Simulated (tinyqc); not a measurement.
Trap density from the barrier height.

Question. In a partly depleted grain with all boundary traps filled, 2 N W = Qt and VB = q N W^2/(2 eps0 eps_r). Find Qt, W and the doping at which VB would equal Vt.

Inputs (values chosen for the exercise): temperature T = 300 K; relative permittivity eps_r = 11.7.

Constants: q = 1.602176634e-19 C, kB = 1.380649e-23 J/K, Vt = kB T/q, eps0 = 8.8541878128e-14 F/cm where lengths are in cm. Results are converted to the units shown.

doping = 1.6e18 cm^-3
barrier height = 0.081679398 V

Solution. Eliminating W gives VB = q Qt^2/(8 eps0 eps_r N), which falls as 1/N.

Qt = 2.60e12 cm^-2
W = 8.12 nm
doping for VB = Vt = 5.06e18 cm^-3

Numbers from tinyqc (`OMP_NUM_THREADS=1 python tinyqc.py 2830010 2830011 out.jsonl`; about 0.01 s on one thread of a shared Intel Xeon 2.30GHz).
